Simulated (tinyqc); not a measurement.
Self-heating of a transistor with one or more fingers, with temperature-dependent conductivity: one step, computed by the program tinyqc. Command: `OMP_NUM_THREADS=1 python tinyqc.py 3011999 3012000 out.jsonl selfheat walk`. One thread of a shared host (Intel(R) Xeon(R) Processor @ 2.30GHz), about 0.06 s of CPU time with the checks.

N long parallel fingers lie on the top face of a slab whose bottom is held at T_0; the top is otherwise insulated, and heat flows in two dimensions. P in W/mm is 1000 P in W/m.

Task: Extra rise from ballistic phonons. Near a source smaller than the free path, Fourier's law overstates the flow. Rough estimate: a strip that emits phonons into a half space adds a resistance times area of 4 Lambda/(3 kappa_0), from the ballistic flux C v Delta T/4 with kappa_0 = C v Lambda/3, so Delta T_b = 4 Lambda P/(3 kappa_0 w); Knudsen number Lambda/w.

Inputs (values chosen for the exercise, modelled on sapphire): conductivity at the base temperature kappa_0 = 36.9 W/(m K); power per gate width P = 0.19 W/mm; width of the heat source w = 0.52 micrometre; phonon free path Lambda = 18 nm.

Power: power rises with temperature.

largest theta = 21.19938 K

Give: Knudsen number; ballistic rise Delta T_b; Delta T_b / largest theta.

Result:

Knudsen number = 0.034615

ballistic rise Delta T_b = 0.23765 K

Delta T_b / largest theta = 0.011210

By this estimate the ballistic term is at most a fifth of the Fourier rise.
